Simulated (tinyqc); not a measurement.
## Gate work function from the charge

Problem. For an undoped double gate, Q = 8 eps0 eps_r Vt beta tan(beta)/ts with 0 < beta < pi/2, and at the source (Vg - dphi)/(2 Vt) - ln[(2/ts) sqrt(2 eps0 eps_r Vt/(q ni))] = ln(beta) - ln(cos beta) + 2 r beta tan(beta), r = eps_r tox/(eox ts). Find beta and dphi.

Inputs (values chosen for the exercise); material values those of a made-up semiconductor: temperature T = 300 K; relative permittivity of the semiconductor eps_r = 8.81; relative permittivity of the gate insulator eox = 7.84; insulator thickness tox = 5.1 nm; body thickness ts = 20 nm; gate voltage Vg = 0.71 V.

Constants: q = 1.602176634e-19 C, kB = 1.380649e-23 J/K, Vt = kB T/q, eps0 = 8.8541878128e-14 F/cm where lengths are in cm. Results are converted to the units shown.

Qs = 1103.0250 nC/cm^2
ni = 5.0266289e11 cm^-3

Answer. beta tan(beta) rises from 0 without bound on the interval, so the charge fixes beta; the second relation is then explicit in dphi. At this charge the surface density passes 0.3 Nc, so the classical Boltzmann model is only formal.

beta = 1.46
dphi = -0.170 V

Computed by the program tinyqc: `OMP_NUM_THREADS=1 python tinyqc.py 2440085 2440086 out.jsonl`, one thread of a shared Intel Xeon 2.30GHz, about 0.01 s for the whole run.
